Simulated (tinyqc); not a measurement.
Which strain makes the gap direct: strain-driven crossing of the Gamma and L valleys in a germanium-like crystal.

Biaxial loads: e0 is the in-plane strain e_par and the normal is free. (001): e_perp = -2 (C12/C11) e_par; exx = eyy = e_par, ezz = e_perp, no shear. (111): e_perp = -(2 C11 + 4 C12 - 4 C44)/(C11 + 2 C12 + 4 C44) e_par; exx = eyy = ezz = (2 e_par + e_perp)/3 and exy = eyz = ezx = (e_perp - e_par)/3. (110): e_perp = -(C11 + 3 C12 - 2 C44)/(C11 + C12 + 2 C44) e_par; exx = eyy = (e_par + e_perp)/2, ezz = e_par, exy = (e_perp - e_par)/2, eyz = ezx = 0. Uniaxial loads: a stress along n, scaled so that n.e.n = e0, with exx = s11 sxx + s12 (syy + szz), exy = s44 sxy/2, s11 = (C11 + C12)/((C11 - C12)(C11 + 2 C12)), s12 = -C12/((C11 - C12)(C11 + 2 C12)), s44 = 1/C44.

Edges from the unstrained valence top: Gamma at Eg + ac tr(e); an L valley with unit axis u at EgL + aL tr(e) + XuL (u.e.u - tr(e)/3), u along [111], [1-1-1], [-11-1], [-1-11]; valence edges are the levels of the 6 x 6 matrix of X, Y, Z times spin with -Dso/3 + l exx + m (eyy + ezz) on the diagonal (cyclic), n exy off it, l = av + 2 b, m = av - b, n = sqrt(3) d. Spin-orbit term (Dso/3) L.sigma on X, Y, Z with (L_k)_ij = -i epsilon_kij: <X+|H|Y+> = -i Dso/3, <X+|H|Z-> = Dso/3, <Y+|H|Z-> = -i Dso/3, <Z+|H|X-> = -Dso/3, <Z+|H|Y-> = i Dso/3, <X-|H|Y-> = i Dso/3, and their conjugates; + and - are the spin along z.

Parameters, chosen for this exercise (near those of Ge, gaps at low temperature; shifted at random, so the results belong to these values and not to a real crystal): Eg = 0.886 eV (gap at Gamma to the s-like level); EgL = 0.731 eV (gap to L); Dso = 0.285 eV (spin-orbit splitting); ac = -8.12 eV (conduction deformation potential); av = 1.26 eV (valence hydrostatic potential); b = -2.55 eV (tetragonal shear potential); d = -5.34 eV (trigonal shear potential); aL = -1.71 eV (hydrostatic potential of the L edge, Xd + Xu/3); XuL = 15.75 eV (uniaxial potential, L); C11 = 128.4 GPa; C12 = 47.6 GPa; C44 = 66.6 GPa.

For tension the difference Gamma minus lowest L is linear in e0; slope per 1 % and the e0 at which it vanishes (a dash: no crossing below 15 %), with the gap there.

Cases:
```
load
biaxial (001)
biaxial (110)
biaxial (111)
uniaxial [100]
uniaxial [111]
uniaxial [110]
```

Rank the cases by slope (meV per 1 %), lowest first.

Answer: biaxial (001), uniaxial [100], biaxial (110), uniaxial [111], uniaxial [110], biaxial (111).

Results:
```
load,slope (meV per 1 %),crossing e0 (%),gap at the crossing (eV)
biaxial (001),-80.7,1.92,0.538
biaxial (110),-23.7,6.55,-0.552
biaxial (111),39.2,-,-
uniaxial [100],-29.4,5.27,0.489
uniaxial [111],-3.7,-,-
uniaxial [110],14.7,-,-
```

The smallest strain is needed for biaxial (001) (1.92 %), then uniaxial [100] (5.27 %). No crossing below 15 % is found for biaxial (111), uniaxial [111] and uniaxial [110]: shear splits the L valleys and pulls the lowest down nearly as fast as, or faster than, Gamma. Loads without off-diagonal strain, (001) and [100], gain (ac - aL) tr(e) = -64 meV per 1 % of volume. Crossings beyond about 3 % are sensitive to second-order terms, left out here. For uniaxial [111] the slope is a near cancellation, so terms beyond this linear model decide. A gap at or below zero marks a crossing beyond the range of this linear model.

Run: tinyqc, `OMP_NUM_THREADS=1 python tinyqc.py 1050170 1050171 out.jsonl`; Intel(R) Xeon(R) Processor @ 2.30GHz, one thread, shared host; about 0.01 s of CPU time with all checks.
